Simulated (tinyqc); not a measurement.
Pump-down curve: gas flow in a process chamber: flow regimes, conductance, effective pumping speed, pump-down, outgassing and purge. Computed by tinyqc, a small Python program. Command: `OMP_NUM_THREADS=1 python tinyqc.py 3120024 3120025 out.jsonl pump walk`. One thread of a shared host (Intel(R) Xeon(R) Processor @ 2.30GHz), about 0.1 s of CPU time with the checks.

Ideal gas, isothermal flow, a pump of constant speed at the end of a round pipe; process gas, volume gas and outgassing are given the same properties. 1 sccm = 101325 Pa x 1e-6 m^3/60 s x T/273.15 K.

Inputs (values chosen for the exercise, modelled on oxygen near room temperature): molar mass M = 32 g/mol; molecular diameter = 0.36 nm; viscosity eta = 20.6 micropascal s; temperature T = 293 K; chamber volume V = 9.8 L; wall area = 1.2 m^2; pipe diameter d = 4 cm; pipe length l = 21 cm; pump speed S = 53 L/s; outgassing rate after 1 h = 2e-05 Pa m^3/(s m^2); outgassing exponent n = 0.76; starting pressure p0 = 240 Pa.

Constants: k_B = 1.380649e-23 J/K; u = 1.6605390666e-27 kg.

Method:
- Mean speed c = sqrt(8 k_B T/(pi m)); aperture conductance C_a = c pi d^2/16; molecular pipe C_m = C_a/(1 + 3 l/(4 d)) (Dushman form); viscous pipe C_v = pi d^4 p_mean/(128 eta l); Knudsen interpolation C = C_v + C_m (1 + x)/(1 + 1.24 x), x = d p_mean sqrt(m/(k_B T))/eta.
- Effective speed 1/S_eff = 1/S + 1/C_m; time constant V/S_eff; pressure at which the free path k_B T/(sqrt2 pi d_m^2 p) equals d.
- Pump-down: V dp/dt = -S_eff(p) p + q(t) A, with S_eff = S p_2/p, where p_2 solves C((p + p_2)/2) (p - p_2) = S p_2 at each moment, and q(t) = q_1 (1 h/(t + 10 s))^n; integrated adaptively. At long times p = q(t) A/S_eff.
- S_eff(p) is tabulated at 260 pressures and interpolated in ln p. Comparison columns: p0 exp(-t/time constant) with the molecular S_eff (0 below 1e-26 p0), and the outgassing limit.

time constant = 0.534720 s

S_eff in molecular flow = 18.3274 L/s

Pressure against time:
```
t (s)       p (Pa)  S_eff (L/s)  volume gas only (Pa)  outgassing limit (Pa)
0.3     5.0224e+01       49.397            1.3695e+02             1.1224e-01
1       3.1594e+00       27.641            3.6985e+01             1.0677e-01
3       1.5237e-01       17.863            8.7829e-01             9.4038e-02
10      7.0780e-02       17.939            1.8126e-06             6.7783e-02
30      4.1083e-02       18.047            1.0339e-22             4.0025e-02
100     1.8781e-02       18.175                     0             1.8554e-02
300     8.4883e-03       18.253                     0             8.4424e-03
1000    3.4478e-03       18.296                     0             3.4405e-03
3600    1.3078e-03       18.315                     0             1.3068e-03
20000   3.5567e-04       18.324                     0             3.5559e-04
100000  1.0469e-04       18.326                     0             1.0468e-04
```

From t = 10 s on the pressure is within 20 % of the outgassing limit, which falls only as (t + 10 s)^-0.76: walls, not volume, set the time to base pressure. Early on viscous flow raises S_eff to 49.4 L/s, 2.7 times its molecular value.
